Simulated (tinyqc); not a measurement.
Landau-Devonshire theory of a uniaxial ferroelectric: one step, computed by the program tinyqc.

G(P) = (alpha/2) P^2 + (beta*/4) P^4 + (gamma/6) P^6 - E P per volume, SI units, one domain, P along the polar axis, which is normal to the film.

Question. Spontaneous polarisation, susceptibility, coercive field. Ps^2 = [-beta* + sqrt(beta*^2 - 4 alpha gamma)]/(2 gamma). chi = 1/(eps_0 G''), G'' = alpha + 3 beta* P^2 + 5 gamma P^4 at Ps. Ps, chi and the coercive field are for perfect screening, without a depolarising field. The intrinsic coercive field is |alpha P + beta* P^3 + gamma P^5| at the P_c where G'' = 0. 1 C/m^2 = 100 microcoulomb/cm^2.

Inputs (values chosen for the exercise, for a model ferroelectric): Curie-Weiss temperature T0 = 750 K; gamma = 5.32e+10 J m^9/C^6; temperature T = 344 K.

Sample: epitaxial film.

alpha = -9.799617e+08 J m/C^2

beta* = 5.041690e+09 J m^5/C^4

Constants: eps_0 = 8.8541878128e-12 F/m.

Give: spontaneous polarisation Ps; susceptibility chi; well depth G(Ps); P_c; intrinsic coercive field.

Answer.

spontaneous polarisation Ps = 31.04 microcoulomb/cm^2

susceptibility chi = 38.31

well depth G(Ps) = -27.58 MJ/m^3

P_c = 19.65 microcoulomb/cm^2

intrinsic coercive field = 138.7 MV/m

P_c/Ps = 0.633, above the 0.577 of a quartic well, as the sixth-order term matters. Real switching runs by domain nucleation at far lower fields. Caution: far below T0* the expansion with linear alpha(T) is only a fit.
